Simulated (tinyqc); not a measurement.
Field-effect mobility of a thin-film transistor with band-tail and deep states (multiple trapping): one step, computed by the program tinyqc. Command: `OMP_NUM_THREADS=1 python tinyqc.py 3015835 3015836 out.jsonl tft walk`. One thread of a shared host (Intel(R) Xeon(R) Processor @ 2.30GHz), about 0.05 s of CPU time with the checks.

A thick film in accumulation at small drain voltage. Only free electrons move; trapped ones still screen the gate. N_c and mu_0 are held fixed when T changes, leaving out the T^(3/2) growth of N_c. x = E_0 - psi is the distance of the Fermi level below the band edge.

Question. Free and trapped densities. F_j(eta) = int_0^infinity x^j/(1 + exp(x - eta)) dx, without a gamma-function factor. Integrals over x = E/(k_B T) use 160 Gauss-Legendre points in u = sqrt(x) from 0 to sqrt(max(eta, 0) + 32). Free n(x) = N_c (2/sqrt(pi)) F_1/2(-x/k_B T), with F_1/2 from its two-term series in exp(-x/k_B T) for x >= 12 k_B T; tail n_t(x) = int_0^1.2eV g_t exp(-E/E_t)/(1 + exp((x - E)/k_B T)) dE, E counted down from the edge, 120 Gauss-Legendre points; space charge rho(psi) = n + n_t less its value at psi = 0.

Inputs (values chosen for the exercise, modelled on nanocrystalline ZnO):
```
quantity                           value         unit
effective density of states N_c  3.7e+18       1/cm^3
tail density at the edge g_t     3.3e+20  1/(eV cm^3)
tail width E_t                        43          meV
temperature T                        200            K
```

Deep states: none.

Constants: k_B = 8.617333262e-05 eV/K.

Give: Local densities at x = 0.4, 0.3, 0.2, 0.15, 0.1, 0.05, 0 and -0.05 eV.

Answer.

Local densities at x = 0.4, 0.3, 0.2, 0.15, 0.1, 0.05, 0 and -0.05 eV:
```
x (eV)  n (1/cm^3)  n_t (1/cm^3)  n/(n + n_t)
0.40    3.0807e+08    1.7122e+15   1.7992e-07
0.30    1.0198e+11    1.7520e+16   5.8210e-06
0.20    3.3762e+13    1.7919e+17   1.8837e-04
0.15    6.1425e+14    5.7191e+17   1.0729e-03
0.10    1.1165e+16    1.8059e+18   6.1445e-03
0.05    1.9952e+17    5.3570e+18   3.5907e-02
0.00    2.8310e+18    1.1544e+19   1.9694e-01
-0.05   1.5932e+19    1.3974e+19   5.3275e-01
```

E_t/k_B T = 2.49: deep in the tail n_t follows exp(-x/E_t), more slowly than n, so the free share grows as the Fermi level rises.
